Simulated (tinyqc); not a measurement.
# Metal gate on a two-layer dielectric stack with fixed charge and a dipole, step by step

Numbers from tinyqc (`OMP_NUM_THREADS=1 python tinyqc.py 2010009 2010010 out.jsonl`; about 0.01 s on one thread of a shared Intel Xeon 2.30GHz). Printed values are rounded.

Gate, layer 2, layer 1, p-type semiconductor; x runs from the gate inwards. Charges are counted in units of +q. psi is the band bending at the surface, positive towards inversion. Classical charge, Boltzmann statistics, no interface traps.

Values chosen for this exercise; band and dielectric values close to those of silicon, layer 1 close to silicon nitride, layer 2 close to hafnium oxide: temperature T = 350 K; band gap Eg = 1.12 eV; relative permittivity eps_r = 11.8; conduction-band density of states at T Nc = 3.59e19 cm^-3; valence-band density of states at T Nv = 3.39e19 cm^-3; electron affinity chi = 4.04 eV; acceptor density Na = 2e16 cm^-3; work function of the gate metal pM = 5 eV; thickness of layer 1, next to the semiconductor t1 = 1.7 nm; relative permittivity of layer 1 e1 = 7.31; thickness of layer 2, next to the gate t2 = 4.3 nm; relative permittivity of layer 2 e2 = 21.1; fixed charge at the semiconductor interface Q1 = 5.5e10 cm^-2; fixed charge between the layers Q2 = 1.7e11 cm^-2; uniform charge density in layer 1 r1 = 0 cm^-3; uniform charge density in layer 2 r2 = 2.3e18 cm^-3; flat-band shift by a dipole layer between the layers Vd = 0 V; band bending psi of the working point ps = -0.171 V.

Constants: q = 1.602176634e-19 C, kB = 1.380649e-23 J/K, Vt = kB T/q, eps0 = 8.8541878128e-14 F/cm where lengths are in cm. Results are converted to the units shown.

## Equivalent thickness and work-function difference

EOT = 3.9 (t1/e1 + t2/e2), Cox = eps0/(t1/e1 + t2/e2); phi_ms = pM - (chi + Eg - Vt ln(Nv/Na)).

EOT = 1.70176 nm
Cox = 2.02915 uF/cm^2
share of layer 1 in the EOT = 53.2963 %
phi_ms = 0.0642578 V

## Flat-band voltage, term by term

EOT = 3.9 (t1/e1 + t2/e2), Cox = eps0/(t1/e1 + t2/e2); phi_ms = pM - (chi + Eg - Vt ln(Nv/Na)). Vfb = phi_ms + Vd - (q/eps0) [Q1 (t1/e1 + t2/e2) + Q2 t2/e2 + r1 (t1^2/(2 e1) + t1 t2/e2) + r2 t2^2/(2 e2)]: each charge counts with its electrical distance from the gate.

terms (V): phi_ms 0.0642578, dipole 0.0000000, Q1 -0.0043427, Q2 -0.0062690, r1 0.0000000, r2 -0.0182353
Vfb = 0.0354108 V

Apart from phi_ms the largest term is that of r2, -18.2 mV; all charges and the dipole together move Vfb by -28.8 mV.

## Threshold voltage

ni = sqrt(Nc Nv) exp(-Eg/(2 Vt)), Eg in volts, pB = Vt ln(Na/ni), Vth = Vfb + 2 pB + sqrt(4 q eps0 eps_r Na pB)/Cox.

ni = 3.01302e11 cm^-3
pB = 0.334878 V
depletion charge = 0.0669667 uC/cm^2
Vth = 0.738169 V

## Charge in the semiconductor

ni = sqrt(Nc Nv) exp(-Eg/(2 Vt)), Eg in volts. Qs = -sign(psi) sqrt(2 q eps0 eps_r Na Vt [exp(-u) + u - 1 + (ni/Na)^2 (exp(u) - u - 1)]), u = psi/Vt.

Qs = 0.239174 uC/cm^2

The surface is accumulated.

## Fields and voltage drops

Gauss: D = -Qs just inside the semiconductor; going towards the gate subtract q Q1, then q r1 t1, q Q2 and q r2 t2. Field = D/(eps0 e); the drop over a layer is its mean field times its thickness; Vg = phi_ms + Vd + psi + both drops.

```
place                        D (uC/cm^2)  field (MV/cm)
layer 2, gate side             -0.433678      -0.232133
layer 2, inner side            -0.275223      -0.147317
layer 1, outer side            -0.247986      -0.383142
layer 1, semiconductor side    -0.247986      -0.383142
semiconductor surface          -0.239174      -0.228919
```

drop over layer 2 = -0.0815816 V
drop over layer 1 = -0.0651342 V
Vg = -0.253458 V

The same Vg follows from Vfb + psi - Qs/Cox. The largest field, 0.383 MV/cm in size, is at: layer 1, outer side.
